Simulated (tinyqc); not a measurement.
Signal and retention of a DRAM cell: failing cells against the refresh interval.

A stored one starts at Vd and leaks: Cs dV/dt = -I(V), I = a sqrt((V + Vb)/(Vd + Vb)) + b, with a = Ig exp[-(Eg1 q/kB)(1/T - 1/T0)] (generation in a depletion layer) and b = Is exp[-(Es q/kB)(1/T - 1/T0)]. The bit line is precharged to Vd/2, and charge sharing gives the signal (V - Vd/2) Cs/(Cs + Cb).

The cell fails below Vc = Vd/2 + dm (Cs + Cb)/Cs. With s = sqrt((Vc + Vb)/(Vd + Vb)), the time from Vd to Vc is t = [2 Cs (Vd + Vb)/a] [1 - s - (b/a) ln((a + b)/(a s + b))]. This time is the median of a log-normal spread: failing cells = Nc erfc(z/sqrt 2)/2, z = ln(t/tr)/sg.

Values chosen for this exercise: array voltage Vd = 1.1 V; cell capacitance Cs = 24 fF; bit-line capacitance Cb = 29 fF; smallest signal that the sense amplifier resolves dm = 48 mV; built-in plus back-bias voltage of the storage junction Vb = 1.41 V; junction leakage at V = Vd and T0 Ig = 0.85 fA; voltage-independent leakage at T0 Is = 0.13 fA; activation energy of Is Es = 0.4 eV; reference temperature T0 = 358 K; temperature T = 368 K; deviation of ln(retention time) over the cells sg = 0.67; cells Nc = 8.59e9; activation energy of Ig Eg1 = 0.52 eV.

Constants: q = 1.602176634e-19 C, kB = 1.380649e-23 J/K. Results are converted to the units shown.

Failing cells against the refresh interval:

| tr (ms) | z | failing cells |
|---|---|---|
| 16 | 9.1319 | 2.8904e-10 |
| 32 | 8.0974 | 2.4121e-6 |
| 64 | 7.0628 | 0.0070076 |
| 128 | 6.0283 | 7.1178 |
| 256 | 4.9937 | 2543.8 |
| 512 | 3.9592 | 3.2302e5 |
| 1024 | 2.9246 | 1.4812e7 |
| 2048 | 1.8901 | 2.5232e8 |

Doubling the interval lowers z by ln 2/sg = 1.03 and multiplies the count by 8350 between the first two rows and by 17.0 between the last two. The count passes 1 at tr = 128 ms among the rows.

Range of the model: Real arrays also hold a tail of unusually leaky cells and cells whose retention varies in time, which this model lacks.

Numbers from tinyqc (`OMP_NUM_THREADS=1 python tinyqc.py 2130046 2130047 out.jsonl`; about 0.01 s on one thread of a shared Intel Xeon 2.30GHz).
